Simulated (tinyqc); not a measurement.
Worked calculation: global model of a low-pressure process discharge: electron temperature, density, ion flux and ion energy. Computed by tinyqc, a small Python program that keeps every step. Command: `OMP_NUM_THREADS=1 python tinyqc.py 3114097 3114098 out.jsonl plasma walk`. One thread of a shared host (Intel(R) Xeon(R) Processor @ 2.30GHz), about 0.01 s of CPU time with the checks. Intermediate numbers are printed to about 6 digits and carried at full precision; extremes and crossings named in words are read from the listed rows.

Maxwellian electrons with temperature T_e in eV, one positive ion, no negative ions, uniform bulk density n; rate constants have the Arrhenius form.

Inputs (values chosen for the exercise, of the order of those of an inductive discharge in a simple atomic gas): ion mass M = 35.5 u; ionisation prefactor K0 = 5.9e-14 m^3/s; ionisation energy E_iz = 16.5 eV; excitation prefactor X0 = 2.5e-14 m^3/s; excitation energy E_ex = 9.86 eV; elastic rate constant K_el = 1.8e-13 m^3/s; ion-neutral cross section = 1.1e-18 m^2; pressure p = 0.24 Pa; gas temperature T_g = 600 K; radius R = 12 cm; height L = 18 cm; absorbed power P = 640 W; bias power P_b = 330 W; radius of the biased electrode = 7.5 cm; bias frequency = 13.56 MHz; mixing = 0.4.

Constants: k_B = 1.380649e-23 J/K; e = 1.602176634e-19 C; u = 1.6605390666e-27 kg; m_0 = 9.1093837015e-31 kg; eps_0 = 8.8541878128e-12 F/m.

## Geometry factors

n_g = p/(k_B T_g); lambda_i = 1/(n_g sigma); h_L = 0.86/sqrt(3 + L/(2 lambda_i)), h_R = 0.8/sqrt(4 + R/lambda_i); A_eff = 2 pi R^2 h_L + 2 pi R L h_R; d_eff = pi R^2 L/A_eff.

gas density n_g = 2.89719e+19 1/m^3

ion mean free path = 3.13784 cm

h_L = 0.355014

h_R = 0.286001

A_eff = 709.360 cm^2

d_eff = 11.4794 cm

## A fixed-point cycle for T_e

Particle balance: K0 exp(-E_iz/T_e) n_g d_eff = u_B, u_B = sqrt(e T_e/M). Cycle: T_out = T sqrt(loss/creation) with loss/creation = u_B/(K0 exp(-E_iz/T) n_g d_eff); T -> T + mixing (T_out - T), kept between 0.3 and 60 eV, from 3 eV; stop at |T_out - T| < 1e-9 eV or after 60 steps.

Course:
```
step   T (eV)  T_out (eV)  residual (eV)
0     3.00000     5.66104    2.66104e+00
1     4.06442     4.02688   -3.75365e-02
2     4.04940     4.03857   -1.08270e-02
3     4.04507     4.04198   -3.08754e-03
4     4.04384     4.04296   -8.77550e-04
5     4.04349     4.04324   -2.49182e-04
6     4.04339     4.04331   -7.07365e-05
...       ...         ...            ...
9     4.04335     4.04335   -1.61771e-06
10    4.04335     4.04335   -4.59179e-07
11    4.04335     4.04335   -1.30335e-07
12    4.04335     4.04335   -3.69949e-08
13    4.04335     4.04335   -1.05008e-08
14    4.04335     4.04335   -2.98059e-09
15    4.04335     4.04335   -8.46023e-10
```

last residual = 8.46023e-10 eV

Converged in 16 steps.

## Electron temperature

Root found by bracketing.

T_e = 4.04335 eV

Bohm velocity u_B = 3315.03 m/s

K_iz = 9.96764e-16 m^3/s

## Energy per pair and density

E_c = E_iz + (X0 exp(-E_ex/T_e) E_ex + K_el (3 m_0/M) T_e)/K_iz; wall potential V_s = (T_e/2) ln(M/(2 pi m_0)); E_T = E_c + 2 T_e + T_e/2 + V_s; n = P/(e u_B A_eff E_T); ion current density J = e h_L n u_B; ionised share n/n_g.

collisional loss per pair E_c = 38.1195 eV

wall potential V_s = 18.6799 V

E_T = 66.9078 eV

plasma density n = 2.53886e+11 1/cm^3

ion current density J = 4.78720 mA/cm^2

ionised share = 0.00876319

Collisions take 57 % of the power and the walls the rest. T_e came from the particle balance alone; the power sets only n.

## Biased electrode

All bias power goes to ions: V_b = P_b/(J pi r^2). Debye length at the sheath edge lambda_D = sqrt(eps_0 T_e/(e h_L n)); Child-law sheath s = (sqrt2/3) lambda_D (2 V/T_e)^(3/4), V = V_b + V_s; ion transit time tau_i = 3 s sqrt(M/(2 e V)); collisions in the sheath s/lambda_i.

bias voltage V_b = 390.086 V

lambda_D = 49.7906 micrometre

sheath width s = 1.25853 mm

ion transit time = 80.0970 ns

transit time over bias period = 1.08612

s/lambda_i = 0.0401082

The sheath is nearly free of collisions.

## Pressure series at fixed power

n_g = p/(k_B T_g), lambda_i = 1/(n_g sigma), K_iz = K0 exp(-E_iz/T_e), h_L = 0.86/sqrt(3 + L/(2 lambda_i)), h_R = 0.8/sqrt(4 + R/lambda_i), A_eff = 2 pi R^2 h_L + 2 pi R L h_R and d_eff = pi R^2 L/A_eff follow p. E_c = E_iz + (X0 exp(-E_ex/T_e) E_ex + K_el (3 m_0/M) T_e)/K_iz; E_T = E_c + (5/2) T_e + (T_e/2) ln(M/(2 pi m_0)); n = P/(e u_B A_eff E_T); J = e h_L n u_B. Pressures without a root below 2 E_iz are left out.

Against pressure:
```
p (Pa)  T_e (eV)  E_c (eV)  E_T (eV)   n (1/cm^3)  J (mA/cm^2)
0.1      5.76982    29.720    70.800  1.69819e+11      4.52400
0.2      4.31553    35.990    66.716  2.36204e+11      4.80097
0.5      3.20832    49.675    72.518  3.25221e+11      4.41687
1.0      2.66848    66.989    85.989  3.88145e+11      3.72493
2.0      2.27596    94.221   110.426  4.39007e+11      2.90060
5.0      1.90103   155.450   168.985  4.79415e+11      1.89544
10.0     1.68952   233.379   245.408  4.89268e+11      1.30518
20.0     1.52040   356.950   367.775  4.83721e+11      0.87091
```

T_e falls from 5.77 to 1.52 eV, n changes by a factor 2.8 and J by 0.19; in J = P h_L/(A_eff E_T), E_T changes by a factor 5.19 and is least at 0.2 Pa, between wall losses at high T_e and excitation losses at low T_e.

Checks made by the program: cycle against bracketing (relative difference below 1e-10).
